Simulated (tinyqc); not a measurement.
Comparisons within one model: virtual-crystal alloy in the empirical-pseudopotential method. A value that a table varies takes the place of the one given here.

Empirical pseudopotential on the fcc lattice, atoms at +/- tau, tau = a (1,1,1)/8, no spin-orbit coupling. H(G,G') = c (2 pi/a)^2 |k + G|^2 delta + VS(q) cos(q.tau) + i VA(q) sin(q.tau), q = G - G', c = hbar^2/2m0; k and G in units of 2 pi/a; VS at |q|^2 = 3, 8, 11 and VA at 3, 4, 11, in rydberg, zero elsewhere. At each k the basis holds all G with |k + G|^2 up to 16; energies are counted from the fourth level at Gamma.

Virtual crystal A(1-x)B(x): a = (1 - x) a_A + x a_B. Rule linear: V = (1 - x) V_A + x V_B. Rule volume: V = [(1 - x) a_A^3 V_A + x a_B^3 V_B]/a^3, since a form factor is an atomic potential divided by the cell volume.

Constants: hbar^2/2m0 = 3.80998211 eV angstrom^2; Ry = 13.60569312 eV.

Inputs chosen for the exercise (classic local form factors of the size used for Si (A) and Ge (B), which place X and L only to a few tenths of an eV; not measured data):

| symbol | value | unit | meaning |
|---|---|---|---|
| a | (5.421, 5.66) | angstrom | lattice constants of A, B |
| VSA | (-0.208, 0.039, 0.079) | Ry | symmetric form factors of A |
| VAA | (0, 0, 0) | Ry | antisymmetric form factors of A |
| VSB | (-0.233, 0.011, 0.061) | Ry | symmetric form factors of B |
| VAB | (0, 0, 0) | Ry | antisymmetric form factors of B |
| rule | linear |  | mixing rule |

## Gaps across the alloy

Gaps from the valence top to the fifth band at Gamma, at L = (1/2,1/2,1/2) and at the lowest of k = (f,0,0), f = 0.70, 0.75, ..., 1.00. Bowing C = 4 [(E(0) + E(1))/2 - E(1/2)].

Gaps (eV):

| x | Gamma | Delta/X | f of the minimum | L | lowest |
|---|---|---|---|---|---|
| 0.000 | 3.303 | 0.662 | 0.85 | 1.742 | Delta/X |
| 0.167 | 3.341 | 0.741 | 0.85 | 1.632 | Delta/X |
| 0.333 | 3.042 | 0.817 | 0.85 | 1.519 | Delta/X |
| 0.500 | 2.626 | 0.892 | 0.85 | 1.401 | Delta/X |
| 0.667 | 2.201 | 0.965 | 0.85 | 1.279 | Delta/X |
| 0.833 | 1.767 | 1.036 | 0.85 | 1.154 | Delta/X |
| 1.000 | 1.325 | 1.105 | 0.85 | 1.026 | L |

bowing (eV): Gamma -1.247, Delta/X -0.035, L -0.068

The lowest valley changes: Delta/X to L between x = 0.833 and 1.000. From A to B the Gamma gap moves by -1.98 eV, L by -0.72 eV and Delta/X by +0.44 eV; a move of Delta/X below about 0.4 eV is within the error of such form factors, sign included. The virtual crystal holds no disorder and no bond relaxation, so its bowing comes from the non-linear dependence on the mean potential and volume alone, and it may differ from measured bowing, which is positive in these alloys, in size and even in sign; crossings move with it; where the character of the fifth band at Gamma changes along x, its value mixes two levels.

## Two mixing rules

Gaps from the valence top to the fifth band at Gamma, at L = (1/2,1/2,1/2) and at the lowest of k = (f,0,0), f = 0.70, 0.75, ..., 1.00. Both rules agree at the ends.

Gaps (eV):

| x | Gamma, linear | Delta/X, linear | L, linear | Gamma, volume | Delta/X, volume | L, volume |
|---|---|---|---|---|---|---|
| 0.25 | 3.247 | 0.779 | 1.576 | 3.189 | 0.784 | 1.556 |
| 0.50 | 2.626 | 0.892 | 1.401 | 2.547 | 0.899 | 1.374 |
| 0.75 | 1.985 | 1.001 | 1.217 | 1.925 | 1.006 | 1.197 |

At x = 0.5 the volume rule moves Gamma by -79 meV, Delta/X by +7 meV and L by -27 meV, that is the bowing by -4 times these; the lattice constants differ by 4.4 %, and the rules would coincide for equal ones.

Run: tinyqc, `OMP_NUM_THREADS=1 python tinyqc.py 1050290 1050291 out.jsonl`; Intel(R) Xeon(R) Processor @ 2.30GHz, one thread, shared host; about 0.2 s of CPU time with all checks.
